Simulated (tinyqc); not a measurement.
Inside a calculation. Method: Hubbard ring of 4 sites. One step of it, computed by the program tinyqc.

Problem. Mean-field iteration 2. H(up) = T + U n(down), H(down) = T + U n(up); fill the lowest levels; n(new) = n + mixing (n(out) - n); E = tr T (rho up + rho down) + U sum n_up n_down of the output.

one-body matrix (hopping and site energies) (eV):
```
           1          2          3          4
1   0.000000  -1.380000   0.000000  -1.380000
2  -1.380000   0.000000  -1.380000   0.000000
3   0.000000  -1.380000   0.000000  -1.380000
4  -1.380000   0.000000  -1.380000   0.000000
```

U = 4.300000 eV

electrons, up and down: 3  1

mixing = 0.200000

n(up) after iteration 1: 1 0.793883, 2 0.706117, 3 0.793883, 4 0.706117

n(down) after iteration 1: 1 0.206117, 2 0.293883, 3 0.206117, 4 0.293883

Give: levels, up; levels, down; energy; n(up) after iteration 2; n(down) after iteration 2.

Solution.

levels, up (eV): -1.691  0.886  1.264  3.841

levels, down (eV): 0.459  3.036  3.414  5.991

energy = -2.287 eV

n(up) after iteration 2: 1 0.789, 2 0.711, 3 0.789, 4 0.711

n(down) after iteration 2: 1 0.211, 2 0.289, 3 0.211, 4 0.289
